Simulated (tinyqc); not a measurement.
# Inductance and parasitic capacitance from two readings

Question. A loss-free coil L in parallel with C shows the apparent inductance L/(1 - w^2 L C), w = 2 pi f. Find L, C and the self-resonance 1/(2 pi sqrt(L C)).

apparent inductance at 1.8 and 4.4 GHz (nH): [3.3183365, 7.0294919]

Answer. The inverse of the reading is 1/L - w^2 C, a straight line in w^2.

L = 3.00 nH
C = 250 fF
self-resonance = 5.81 GHz

Computed by the program tinyqc: `OMP_NUM_THREADS=1 python tinyqc.py 2302245 2302246 out.jsonl`, one thread of a shared Intel Xeon 2.30GHz, about 0.01 s for the whole run.
